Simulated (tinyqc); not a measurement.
Fully depleted semiconductor-on-insulator film with two gates, non-linear Poisson equation by Newton steps: one step of the calculation.

One dimension across the film, front interface at x = 0, back interface at x = ts. psi is counted from the intrinsic level, n = ni exp(psi/Vt) (source grounded), holes neglected, acceptors ionised. Gates act through Cox = eps0 eox/tox and Cbox = 3.9 eps0/tb with potentials G1 = Vg - (phiM - chi - Vt ln(Nc/ni)) and G2 = Vb - (phiB - chi - Vt ln(Nc/ni)). Classical Boltzmann densities, no interface charge, no depletion in the back plane.

Question. Capacitances and gate potentials. ni = sqrt(Nc Nv) exp(-Eg/(2 Vt)), Eg in volts; Cox, Cbox, G1, G2 as defined; Cs = eps0 eps_r/ts; a = eps0 eps_r/h with h = ts/10; coupling ratio of a depleted film Cs Cbox/(Cox (Cs + Cbox)).

Parameters, values chosen for the exercise; band and dielectric values close to those of In0.53Ga0.47As: temperature T = 300 K; band gap Eg = 0.745 eV; relative permittivity eps_r = 13.9; conduction-band density of states at T Nc = 2.09e17 cm^-3; valence-band density of states at T Nv = 7.74e18 cm^-3; electron affinity chi = 4.58 eV; relative permittivity of the gate insulator (close to silicon dioxide) eox = 3.9; insulator thickness tox = 1.3 nm; film thickness ts = 28 nm; buried-oxide thickness (eps_r 3.9) tb = 130 nm; work function of the front gate phiM = 5.23 eV; work function of the back plane phiB = 5.28 eV; back-gate voltage Vb = 1.5 V; front-gate voltage Vg = 0.81 V.

Constants: q = 1.602176634e-19 C, kB = 1.380649e-23 J/K, Vt = kB T/q, eps0 = 8.8541878128e-14 F/cm where lengths are in cm. Results are converted to the units shown.

Find: ni; Cox; Cbox; Cs; a; G1; G2; coupling ratio.

Answer.

ni = 7.0262e11 cm^-3
Cox = 2.6563 uF/cm^2
Cbox = 0.026563 uF/cm^2
Cs = 0.43955 uF/cm^2
a = 4.3955 uF/cm^2
G1 = 0.48581 V
G2 = 1.1258 V
coupling ratio = 0.0094301

Numbers from tinyqc (`OMP_NUM_THREADS=1 python tinyqc.py 2190054 2190055 out.jsonl`; about 0.4 s on one thread of a shared Intel Xeon 2.30GHz).
